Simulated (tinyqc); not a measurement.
# Ballistic Schottky-barrier transistor with a one-dimensional channel, WKB contacts: two studies

Source Fermi level 0, drain Fermi level -Vd. Far from the contacts Ec = pn - psi, and the gate moves psi one to one; the band edges relax as exp(-x/lam) from pn at the source and pn - Vd at the drain; Ev = Ec - Eg. A carrier of energy w inside the channel band meets at a contact a barrier of height D (the contact edge beyond the channel edge): T = 1 for w >= D, else exp(-S), S = 4 lam sqrt(m/C) [sqrt(D - w) - sqrt(w) arctan sqrt((D - w)/w)], C = hbar^2/(2 m0). The two contacts combine as Ts Td/(Ts + Td - Ts Td).

Parameters, values chosen for the exercise; channel values close to those of a silicon nanowire with silicide contacts:
```
symbol  value  unit                                 meaning
T         300     K                             temperature
Eg       1.12    eV                                band gap
pn       0.73    eV  barrier for electrons at both contacts
mn       0.19    m0                           electron mass
mp       0.26    m0                               hole mass
g           2                           valleys or subbands
lam       2.2    nm        screening length at the contacts
Vd        0.5     V                              drain bias
```

Constants: q = 1.602176634e-19 C, kB = 1.380649e-23 J/K, hbar = 1.054571817e-34 J s, h = 6.62607015e-34 J s, m0 = 9.1093837015e-31 kg, Vt = kB T/q, hbar^2/(2 m0) = 0.0380998212 eV nm^2. Results are converted to the units shown.

Each table varies one quantity; the others keep the values above.

## Effect of the drain bias on the off state

I = g (2 q^2/h) int T(w) [f(Es + w) - f(Ed + w)] dw, f(y) = 1/(1 + exp(y/Vt)). Electrons: Ds = psi, Dd = psi - Vd, Es = Ec, Ed = Ec + Vd. Holes: Ds = -psi, Dd = Vd - psi, Es = -Ev, Ed = -Ev - Vd. The size of each current is taken; both flow from drain to source and add. The integrals are converged. For each Vd, psi is set to the minimum of I.

Effect of the drain bias on the off state:

| Vd (V) | psi at the minimum (V) | smallest I (uA) |
|---|---|---|
| 0.05 | 0.264 | 6.73e-10 |
| 0.21 | 0.356 | 1.00e-8 |
| 0.37 | 0.452 | 1.18e-7 |
| 0.53 | 0.546 | 1.46e-6 |
| 0.68 | 0.600 | 9.25e-6 |
| 0.84 | 0.667 | 5.59e-5 |
| 1 | 0.739 | 3.67e-4 |

What does the comparison show?

The smallest current rises from 6.73e-10 to 3.67e-4 uA, 5.11 decades a volt between the last two rows, and the minimum moves by 0.50 V a volt over the table: a larger Vd lets holes enter from the drain while electrons still enter from the source.

## Barrier height from the temperature dependence

Same model as above.

The apparent barrier is -d ln(I_e/T^1)/d(q/kB T), taken between T - 10 K and T + 10 K for the electron current.

Barrier height from the temperature dependence:

| ps (V) | electrons (uA) | Ec (eV) | apparent barrier (eV) |
|---|---|---|---|
| -0.25 | 1.38e-16 | 0.980 | 0.980 |
| -0.18 | 2.07e-15 | 0.910 | 0.910 |
| -0.11 | 3.10e-14 | 0.840 | 0.840 |
| -0.04 | 4.65e-13 | 0.770 | 0.770 |
| 0 | 2.18e-12 | 0.730 | 0.730 |
| 0.1 | 1.84e-11 | 0.630 | 0.664 |
| 0.17 | 7.97e-11 | 0.560 | 0.611 |
| 0.24 | 3.81e-10 | 0.490 | 0.553 |
| 0.31 | 1.99e-9 | 0.420 | 0.491 |
| 0.38 | 1.12e-8 | 0.350 | 0.428 |
| 0.45 | 6.73e-8 | 0.280 | 0.363 |

What does the comparison show?

For psi < 0 the channel edge is the highest point, and the apparent barrier follows Ec one to one (0.980 eV against 0.980). At flat band it is 0.730 eV (psi = 0 V), near pn = 0.73 eV. Beyond, the top stays at pn but tunnelling lowers the apparent value to 0.363 eV in the last row, so only the point where the line bends gives the true barrier.

Range of the model: No scattering, image-force lowering, channel charge or band-to-band tunnelling; parabolic kappa overstates S deep in the gap.

Numbers from tinyqc (`OMP_NUM_THREADS=1 python tinyqc.py 2390029 2390030 out.jsonl`; about 0.05 s on one thread of a shared Intel Xeon 2.30GHz).
